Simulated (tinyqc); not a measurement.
One-electron ion in a basis of Gaussians, step by step. One step of it, computed by the program tinyqc.

Question. Generalised eigenproblem. Solve H C = S C e through S^(-1/2); each column has its largest component positive (the first on a tie).

H = T + V (hartree):
$$\begin{pmatrix}
-0.247979 & -0.219081 & -0.114236 & -0.043482 & -0.014162 \\
-0.219081 & -0.358989 & -0.313298 & -0.169065 & -0.066915 \\
-0.114236 & -0.313298 & -0.456466 & -0.386509 & -0.226472 \\
-0.043482 & -0.169065 & -0.386509 & -0.384600 & -0.283856 \\
-0.014162 & -0.066915 & -0.226472 & -0.283856 & 0.365904
\end{pmatrix}$$

S:
$$\begin{pmatrix}
1.000000 & 0.656935 & 0.219213 & 0.050126 & 0.009693 \\
0.656935 & 1.000000 & 0.656839 & 0.219167 & 0.050117 \\
0.219213 & 0.656839 & 1.000000 & 0.656852 & 0.219186 \\
0.050126 & 0.219167 & 0.656852 & 1.000000 & 0.656875 \\
0.009693 & 0.050117 & 0.219186 & 0.656875 & 1.000000
\end{pmatrix}$$

Give: eigenvalues of S; eigenvalues; coefficients.

Answer.

eigenvalues of S: [0.0867, 0.2698, 0.7110, 1.5013, 2.4312]

eigenvalues (hartree): [-0.4995, -0.2806, -0.1789, 0.0410, 1.2988]

coefficients:
$$\begin{pmatrix}
-0.0067 & 0.1678 & 1.3327 & 0.5680 & -0.1596 \\
0.1087 & 0.9916 & -1.1003 & -1.3594 & 0.4655 \\
0.6373 & -0.3617 & 0.1354 & 1.8416 & -0.9650 \\
0.3509 & -0.3154 & 0.2618 & -1.2149 & 1.5820 \\
0.0734 & -0.0568 & 0.0398 & -0.0906 & -1.4607
\end{pmatrix}$$

For Z = 3 and l = 2 the exact lowest level is -Z^2/(2 n^2) with n = l + 1: -0.500000 hartree.
